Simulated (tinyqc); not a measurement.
Comparisons within one model: four-band model of biased bilayer graphene near K. A value that a table varies takes the place of the one given here.

Basis A1, B1, A2, B2, with B1 below A2; p = kx + i ky, v_j = (sqrt3/2) a g_j. Diagonal -U/2, -U/2, U/2, U/2; <A1|B1> = <A2|B2> = v0 p*, <B1|A2> = g1, <A1|B2> = v3 p, <A1|A2> = <B1|B2> = -v4 p*.

Inputs chosen for the exercise (near those used for Bernal bilayer graphene; shifted at random, so the results belong to these values and not to a real crystal): a = 2.46 angstrom (lattice constant); g0 = 3.1 eV (hopping in a layer); g1 = 0.381 eV (hopping of the dimer sites); g3 = 0 eV (skew hopping A1-B2); g4 = 0 eV (skew hopping A1-A2); U = 0.16 eV (potential difference of the layers); k = (-0.044, 0.039) 1/angstrom (wave vector from K).

## Gap against bias

Closed form for g3 = g4 = 0: gap U g1/sqrt(U^2 + g1^2), ring radius as (U/2 v0) sqrt((2 g1^2 + U^2)/(g1^2 + U^2)). Last column: lowest band 3 less highest band 2 of the full matrix on a polar grid, |k| = 0 to 0.08 in steps of 0.001 1/angstrom, angles 0, 15, 30, 45, 60 degrees.

Gap:

| U (eV) | gap (eV) | kg (1/angstrom) | gap/U | gap on the grid (eV) |
|---|---|---|---|---|
| 0.02 | 0.0200 | 0.0021 | 0.999 | 0.0200 |
| 0.05 | 0.0496 | 0.0053 | 0.991 | 0.0496 |
| 0.10 | 0.0967 | 0.0105 | 0.967 | 0.0967 |
| 0.15 | 0.1396 | 0.0155 | 0.930 | 0.1396 |
| 0.20 | 0.1771 | 0.0202 | 0.885 | 0.1771 |
| 0.30 | 0.2357 | 0.0289 | 0.786 | 0.2357 |
| 0.40 | 0.2759 | 0.0368 | 0.690 | 0.2759 |
| 0.60 | 0.3216 | 0.0515 | 0.536 | 0.3217 |

The gap follows U while U << g1 (ratio 0.991 at 0.05 eV) and bends towards g1 = 0.381 eV, reaching 0.322 eV at 0.6. Grid and formula agree within 0.05 meV. U is the screened difference, smaller than the applied field times the layer distance.

## From parabola to cone

U = 0, along kx. Parabola: v0^2 k^2/g1. Hyperbola: sqrt(g1^2/4 + v0^2 k^2) - g1/2. Then bands 3 and 2 of the full matrix for +kx and band 3 for -kx.

Energies (eV):

| k (1/angstrom) | parabola | hyperbola | band 3, +kx | band 2, +kx | band 3, -kx |
|---|---|---|---|---|---|
| 0.002 | 0.0005 | 0.0005 | 0.0005 | -0.0005 | 0.0005 |
| 0.005 | 0.0029 | 0.0028 | 0.0028 | -0.0028 | 0.0028 |
| 0.010 | 0.0114 | 0.0111 | 0.0111 | -0.0111 | 0.0111 |
| 0.020 | 0.0458 | 0.0413 | 0.0413 | -0.0413 | 0.0413 |
| 0.030 | 0.1030 | 0.0844 | 0.0844 | -0.0844 | 0.0844 |
| 0.050 | 0.2862 | 0.1907 | 0.1907 | -0.1907 | 0.1907 |
| 0.080 | 0.7327 | 0.3711 | 0.3711 | -0.3711 | 0.3711 |
| 0.120 | 1.6485 | 0.6246 | 0.6246 | -0.6246 | 0.6246 |

The parabola is 3 % above the hyperbola at 0.01 and a factor 2.64 at 0.12 1/angstrom, where the slope nears v0. With g3 = g4 = 0 the hyperbola is exact, the bands are isotropic and mirror images.

## What each parameter does

The four levels at k. Each row changes one parameter from the base and keeps the others.

Results:

| case | band 1 (eV) | band 2 (eV) | band 3 (eV) | band 4 (eV) |
|---|---|---|---|---|
| base | -0.6371 | -0.2316 | 0.2316 | 0.6371 |
| g0 = 3.255 eV | -0.6547 | -0.2485 | 0.2485 | 0.6547 |
| g1 = 0.4191 eV | -0.6634 | -0.2234 | 0.2234 | 0.6634 |
| g3 = 0.1 eV | -0.6390 | -0.2267 | 0.2267 | 0.6390 |
| g4 = 0.05 eV | -0.6424 | -0.2264 | 0.2369 | 0.6318 |
| U = 0.21 eV | -0.6467 | -0.2248 | 0.2248 | 0.6467 |

The largest shifts from the base row, up to three for each result and ties (the steps differ in size, so this ranks the rows, not the parameters). band 1 (eV): g1 -0.0263, g0 -0.0176, U -0.0096. band 2 (eV): g0 -0.0169, g1 +0.0082, U +0.0068. band 3 (eV): g0 +0.0169, g1 -0.0082, U -0.0068. band 4 (eV): g1 +0.0263, g0 +0.0176, U +0.0096. Only g4 breaks the mirror symmetry between the upper and lower bands.

Program tinyqc; command `OMP_NUM_THREADS=1 python tinyqc.py 1451091 1451092 out.jsonl`; about 0.06 s on one thread of a shared Intel(R) Xeon(R) Processor @ 2.30GHz.
